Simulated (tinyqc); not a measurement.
Raising U: Hubbard chain of 2 sites, mean field against exact. Computed by the program tinyqc. Collinear unrestricted mean field (the lowest of 40 random starts) against exact diagonalisation.

one-body matrix (hopping and site energies) (eV):
```
         1        2
1  -0.0100  -1.8200
2  -1.8200  -0.1800
```

electrons, up and down: 1  1

Exact and mean-field results (eV):
```
U          U/t   E exact  E mean field  mean |n_up - n_down|  double occupancy, exact  first gap in the sector
0.910    0.500  -3.40640      -3.37817                 0.000                    0.219                    3.216
1.820    1.000  -3.03437      -2.92265                 0.000                    0.190                    2.844
3.640    2.000  -2.44100      -2.01198              3.64e-04                    0.138                    2.251
5.460    3.000  -2.01079      -1.40415                 0.745                    0.100                    1.821
7.280    4.000  -1.69822      -1.10040                 0.866                    0.073                    1.508
10.920   6.000  -1.29231      -0.79680                 0.943                    0.042                    1.102
14.560   8.000  -1.04939      -0.64506                 0.968                    0.026                    0.859
21.840  12.000  -0.78072      -0.49335                 0.986                    0.013                    0.591
36.400  20.000  -0.55044      -0.37200                 0.995                 4.86e-03                    0.360
```

What does the comparison show, and why?

In absolute terms mean field is worst at U/t = 3.0, 0.607 eV too high: at small U it is nearly exact, and at large U it misses only exchange-scale energies. Its local moments set in at U/t = 3.0 of those listed, a broken symmetry that the exact state of a finite cluster with equal spins does not have. Relative to the exact energy its error is 0.8 % at the smallest U, 39 % at most and 32 % at the largest. The double occupancy falls from 0.219 to 0.005.
